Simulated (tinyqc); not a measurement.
## Gap and radiative efficiency from Jsc and Voc

Problem. Photon flux above E from a black body at temperature T into a hemisphere: Phi(E, T) = A sum_k exp(-k E/th)[E^2 th/k + 2 E th^2/k^2 + 2 th^3/k^3], k = 1, 2, ..., with th = kB T/q in eV and A = 2 pi q^3/(h^3 c^2). A cell with a sharp absorption edge has Jsc = q fs X Phi(Eg, Ts) and Voc = Vt ln(1 + Jsc/J0), J0 = q ge Phi(Eg, T)/ERE. Find Eg and ERE.

Values chosen for this exercise:
- T = 300 K (cell temperature)
- Ts = 5800 K (temperature of the black-body sun)
- fs = 2.16e-5 (share of the hemisphere filled by the sun)
- X = 1 (concentration)
- ge = 1 (number of faces that emit)

Constants: q = 1.602176634e-19 C, kB = 1.380649e-23 J/K, h = 6.62607015e-34 J s, c = 299792458 m/s, Vt = kB T/q. Results are converted to the units shown.

Jsc = 45.4696203 mA/cm^2
Voc = 0.871437094 V

Solution. Phi falls steadily with E, so Jsc fixes Eg; Voc gives J0, and its ratio to the radiative dark current is 1/ERE.

Eg = 1.30 eV
ERE = 0.00100

Numbers from tinyqc (`OMP_NUM_THREADS=1 python tinyqc.py 2820121 2820122 out.jsonl`; about 0.01 s on one thread of a shared Intel Xeon 2.30GHz).
